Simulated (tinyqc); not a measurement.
Six-band Luttinger-Kohn model with strain: one step. Levels and their make-up. Five cases, with inputs chosen for the exercise.

Question. Diagonalise H. The weights add +m and -m and are averaged over each pair; m is taken along z.

Case 1.

H(k) (eV), rows 3/2,3/2, 3/2,1/2, 3/2,-1/2, 3/2,-3/2, 1/2,1/2, 1/2,-1/2 and columns alike:
$$\begin{pmatrix}
0.025725 & -0.003020-0.008304i & -0.002938+0.003322i & 0 & -0.002135-0.005872i & -0.004155+0.004698i \\
-0.003020+0.008304i & -0.088596 & 0 & -0.002938+0.003322i & -0.080837 & 0.003698+0.010171i \\
-0.002938-0.003322i & 0 & -0.088596 & 0.003020+0.008304i & 0.003698-0.010171i & 0.080837 \\
0 & -0.002938-0.003322i & 0.003020-0.008304i & 0.025725 & 0.004155+0.004698i & -0.002135+0.005872i \\
-0.002135+0.005872i & -0.080837 & 0.003698+0.010171i & 0.004155-0.004698i & -0.321435 & 0 \\
-0.004155-0.004698i & 0.003698-0.010171i & 0.080837 & -0.002135-0.005872i & 0 & -0.321435
\end{pmatrix}$$

Case 2.

H(k) (eV), rows 3/2,3/2, 3/2,1/2, 3/2,-1/2, 3/2,-3/2, 1/2,1/2, 1/2,-1/2 and columns alike:
$$\begin{pmatrix}
-0.009814 & 0.010463-0.010463i & -0.004762-0.003266i & 0 & 0.007398-0.007398i & -0.006734-0.004619i \\
0.010463+0.010463i & -0.002516 & 0 & -0.004762-0.003266i & 0.005161 & -0.012814+0.012814i \\
-0.004762+0.003266i & 0 & -0.002516 & -0.010463+0.010463i & -0.012814-0.012814i & -0.005161 \\
0 & -0.004762+0.003266i & -0.010463-0.010463i & -0.009814 & 0.006734-0.004619i & 0.007398+0.007398i \\
0.007398+0.007398i & 0.005161 & -0.012814+0.012814i & 0.006734+0.004619i & -0.287165 & 0 \\
-0.006734+0.004619i & -0.012814-0.012814i & -0.005161 & 0.007398-0.007398i & 0 & -0.287165
\end{pmatrix}$$

Case 3.

H(k) (eV), rows 3/2,3/2, 3/2,1/2, 3/2,-1/2, 3/2,-3/2, 1/2,1/2, 1/2,-1/2 and columns alike:
$$\begin{pmatrix}
-0.025541 & 0 & 0.030518+0.001387i & 0 & 0 & 0.043159+0.001962i \\
0 & 0.016413 & 0 & 0.030518+0.001387i & 0.029666 & 0 \\
0.030518-0.001387i & 0 & 0.016413 & 0 & 0 & -0.029666 \\
0 & 0.030518-0.001387i & 0 & -0.025541 & -0.043159+0.001962i & 0 \\
0 & 0.029666 & 0 & -0.043159-0.001962i & -0.050564 & 0 \\
0.043159-0.001962i & 0 & -0.029666 & 0 & 0 & -0.050564
\end{pmatrix}$$

Case 4.

H(k) (eV), rows 3/2,3/2, 3/2,1/2, 3/2,-1/2, 3/2,-3/2, 1/2,1/2, 1/2,-1/2 and columns alike:
$$\begin{pmatrix}
-0.176153 & -0.030747+0.030747i & 0.019097-0.061132i & 0 & -0.021741+0.021741i & 0.027007-0.086454i \\
-0.030747-0.030747i & -0.090185 & 0 & 0.019097-0.061132i & 0.060788 & 0.037657-0.037657i \\
0.019097+0.061132i & 0 & -0.090185 & 0.030747-0.030747i & 0.037657+0.037657i & -0.060788 \\
0 & 0.019097+0.061132i & 0.030747+0.030747i & -0.176153 & -0.027007-0.086454i & -0.021741-0.021741i \\
-0.021741-0.021741i & 0.060788 & 0.037657-0.037657i & -0.027007+0.086454i & -0.865169 & 0 \\
0.027007+0.086454i & 0.037657+0.037657i & -0.060788 & -0.021741+0.021741i & 0 & -0.865169
\end{pmatrix}$$

Case 5.

H(k) (eV), rows 3/2,3/2, 3/2,1/2, 3/2,-1/2, 3/2,-3/2, 1/2,1/2, 1/2,-1/2 and columns alike:
$$\begin{pmatrix}
-0.034880 & 0.060865 & 0.032309 & 0 & 0.043038 & 0.045692 \\
0.060865 & -0.144421 & 0 & 0.032309 & -0.077457 & -0.074544 \\
0.032309 & 0 & -0.144421 & -0.060865 & -0.074544 & 0.077457 \\
0 & 0.032309 & -0.060865 & -0.034880 & -0.045692 & 0.043038 \\
0.043038 & -0.077457 & -0.074544 & -0.045692 & -0.485651 & 0 \\
0.045692 & -0.074544 & 0.077457 & 0.043038 & 0 & -0.485651
\end{pmatrix}$$

Give: levels from the top, each twofold; weights.

Answer.

Case 1.

levels from the top, each twofold (eV): [0.0268, -0.0637, -0.3474]

weights, rows |3/2,+-3/2>, |3/2,+-1/2>, |1/2,+-1/2>; columns top, second, third:
$$\begin{pmatrix}
0.990 & 0.009 & 0.001 \\
0.009 & 0.900 & 0.091 \\
0.001 & 0.090 & 0.909
\end{pmatrix}$$

The top pair is 99 % |3/2,+-3/2>, the second pair is 90 % |3/2,+-1/2> and the third pair is 91 % |1/2,+-1/2>.

Case 2.

levels from the top, each twofold (eV): [0.0108, -0.0213, -0.2891]

weights, rows |3/2,+-3/2>, |3/2,+-1/2>, |1/2,+-1/2>; columns top, second, third:
$$\begin{pmatrix}
0.377 & 0.621 & 0.002 \\
0.621 & 0.375 & 0.004 \\
0.002 & 0.004 & 0.993
\end{pmatrix}$$

The top pair is 62 % |3/2,+-1/2>, the second pair is 62 % |3/2,+-3/2> and the third pair is 99 % |1/2,+-1/2>.

Case 3.

levels from the top, each twofold (eV): [0.0333, 0.0055, -0.0985]

weights, rows |3/2,+-3/2>, |3/2,+-1/2>, |1/2,+-1/2>; columns top, second, third:
$$\begin{pmatrix}
0.146 & 0.516 & 0.338 \\
0.838 & 0.043 & 0.119 \\
0.016 & 0.440 & 0.544
\end{pmatrix}$$

The top pair is 84 % |3/2,+-1/2>, the second pair is 52 % |3/2,+-3/2> and the third pair is 54 % |1/2,+-1/2>.

Case 4.

levels from the top, each twofold (eV): [-0.0436, -0.1994, -0.8885]

weights, rows |3/2,+-3/2>, |3/2,+-1/2>, |1/2,+-1/2>; columns top, second, third:
$$\begin{pmatrix}
0.241 & 0.738 & 0.021 \\
0.758 & 0.230 & 0.013 \\
0.001 & 0.032 & 0.967
\end{pmatrix}$$

The top pair is 76 % |3/2,+-1/2>, the second pair is 74 % |3/2,+-3/2> and the third pair is 97 % |1/2,+-1/2>.

Case 5.

levels from the top, each twofold (eV): [0.0005, -0.1364, -0.5290]

weights, rows |3/2,+-3/2>, |3/2,+-1/2>, |1/2,+-1/2>; columns top, second, third:
$$\begin{pmatrix}
0.812 & 0.163 & 0.025 \\
0.183 & 0.733 & 0.084 \\
0.005 & 0.103 & 0.891
\end{pmatrix}$$

The top pair is 81 % |3/2,+-3/2>, the second pair is 73 % |3/2,+-1/2> and the third pair is 89 % |1/2,+-1/2>.

Computed by tinyqc, one run a case: `OMP_NUM_THREADS=1 python tinyqc.py N N+1 out.jsonl` with N = 1051525, 1051591, 1080048, 1080089, 1080162; one thread of a shared Intel(R) Xeon(R) Processor @ 2.30GHz, about 0.2 s a run at most.
